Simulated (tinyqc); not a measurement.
Inside a calculation. Method: plane-wave Kohn-Sham cycle with exchange-only LDA in a layered model solid. One step of it, computed by the program tinyqc.

Question. Iteration 2: potential. V_H(G) = 4 pi rho(G)/G^2 for G != 0 (uniform background); v_x = -(3 rho/pi)^(1/3); V = V_ext + V_H + v_x; Fourier components f(G_m) = (1/N) sum_j f(x_j) exp(-i G_m x_j).

A solid whose potential varies along x alone (atomic units):
```
parameter                      value
period a                    8.800000
cross-section of the cell  16.000000
electrons per cell                 4
grid points                       16
plane waves -n..n, n               2
k points                           3
V1 in V1 cos(2 pi x/a)     -0.560000
V2 in V2 cos(4 pi x/a)     -0.220000
```

density after iteration 1 (e/bohr^3): [0.03590267, 0.03613105, 0.03558913, 0.03262419, 0.02794627, 0.02389139, 0.02172675, 0.02098973, 0.02084574, 0.02098973, 0.02172675, 0.02389139, 0.02794627, 0.03262419, 0.03558913, 0.03613105]

Give: Potentials on the grid; V(G_m), m = 0, 1, 2, ....

Answer.

Potentials on the grid (hartree):
```
x         V_ext      V_H      v_x        V
0.0000  -0.7800   0.2114  -0.3249  -0.8934
0.5500  -0.6729   0.1971  -0.3255  -0.8014
1.1000  -0.3960   0.1536  -0.3239  -0.5663
1.6500  -0.0587   0.0837  -0.3147  -0.2897
2.2000   0.2200  -0.0017  -0.2988  -0.0805
2.7500   0.3699  -0.0856  -0.2836   0.0007
3.3000   0.3960  -0.1529  -0.2748  -0.0317
3.8500   0.3618  -0.1952  -0.2716  -0.1050
4.4000   0.3400  -0.2096  -0.2710  -0.1406
4.9500   0.3618  -0.1952  -0.2716  -0.1050
5.5000   0.3960  -0.1529  -0.2748  -0.0317
6.0500   0.3699  -0.0856  -0.2836   0.0007
6.6000   0.2200  -0.0017  -0.2988  -0.0805
7.1500  -0.0587   0.0837  -0.3147  -0.2897
7.7000  -0.3960   0.1536  -0.3239  -0.5663
8.2500  -0.6729   0.1971  -0.3255  -0.8014
```

V(G_m), m = 0, 1, 2, ... (hartree): [-0.2989, -0.1886, -0.1091, 0.0004, 0.0000]
